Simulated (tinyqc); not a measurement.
Inside a calculation. Method: Hueckel theory of the pi electrons, for the molecule C=Cc1ccccc1 (SMILES; centres numbered as the heavy atoms are written). One step of it, computed by the program tinyqc.

Question. Orbitals. Diagonalise; E = alpha + x beta with beta < 0, so the largest x are filled first; degenerate levels share their electrons. P = sum n_i c_ri c_si; each orbital has its largest coefficient positive (the first on a tie).

Hueckel matrix in units of beta (H = alpha + beta A):
```
          1C        2C        3C        4C        5C        6C        7C        8C
1C  0.000000  1.000000  0.000000  0.000000  0.000000  0.000000  0.000000  0.000000
2C  1.000000  0.000000  1.000000  0.000000  0.000000  0.000000  0.000000  0.000000
3C  0.000000  1.000000  0.000000  1.000000  0.000000  0.000000  0.000000  1.000000
4C  0.000000  0.000000  1.000000  0.000000  1.000000  0.000000  0.000000  0.000000
5C  0.000000  0.000000  0.000000  1.000000  0.000000  1.000000  0.000000  0.000000
6C  0.000000  0.000000  0.000000  0.000000  1.000000  0.000000  1.000000  0.000000
7C  0.000000  0.000000  0.000000  0.000000  0.000000  1.000000  0.000000  1.000000
8C  0.000000  0.000000  1.000000  0.000000  0.000000  0.000000  1.000000  0.000000
```

pi electrons, sum of z_r less the charge = 8

Give: x values; occupations; coefficients; charge and bond-order matrix P.

Answer.

x values: 2.136  1.414  1.000  0.662  -0.662  -1.000  -1.414  -2.136

occupations: 2.000  2.000  2.000  2.000  0.000  0.000  0.000  0.000

coefficients:
```
      MO1     MO2     MO3     MO4     MO5     MO6     MO7     MO8
1C  0.144   0.354   0.000   0.595   0.595   0.000  -0.354   0.144
2C  0.308   0.500   0.000   0.394  -0.394   0.000   0.500  -0.308
3C  0.513   0.354   0.000  -0.334  -0.334   0.000  -0.354   0.513
4C  0.394   0.000   0.500  -0.308   0.308   0.500   0.000  -0.394
5C  0.329  -0.354   0.500   0.130   0.130  -0.500   0.354   0.329
6C  0.308  -0.500   0.000   0.394  -0.394   0.000  -0.500  -0.308
7C  0.329  -0.354  -0.500   0.130   0.130   0.500   0.354   0.329
8C  0.394   0.000  -0.500  -0.308   0.308  -0.500   0.000  -0.394
```

charge and bond-order matrix P:
```
        1C      2C      3C      4C      5C      6C      7C      8C
1C   1.000   0.911   0.000  -0.253   0.000   0.204   0.000  -0.253
2C   0.911   1.000   0.406   0.000  -0.048   0.000  -0.048   0.000
3C   0.000   0.406   1.000   0.610   0.000  -0.301   0.000   0.610
4C  -0.253   0.000   0.610   1.000   0.679   0.000  -0.321   0.000
5C   0.000  -0.048   0.000   0.679   1.000   0.659   0.000  -0.321
6C   0.204   0.000  -0.301   0.000   0.659   1.000   0.659   0.000
7C   0.000  -0.048   0.000  -0.321   0.000   0.659   1.000   0.679
8C  -0.253   0.000   0.610   0.000  -0.321   0.000   0.679   1.000
```
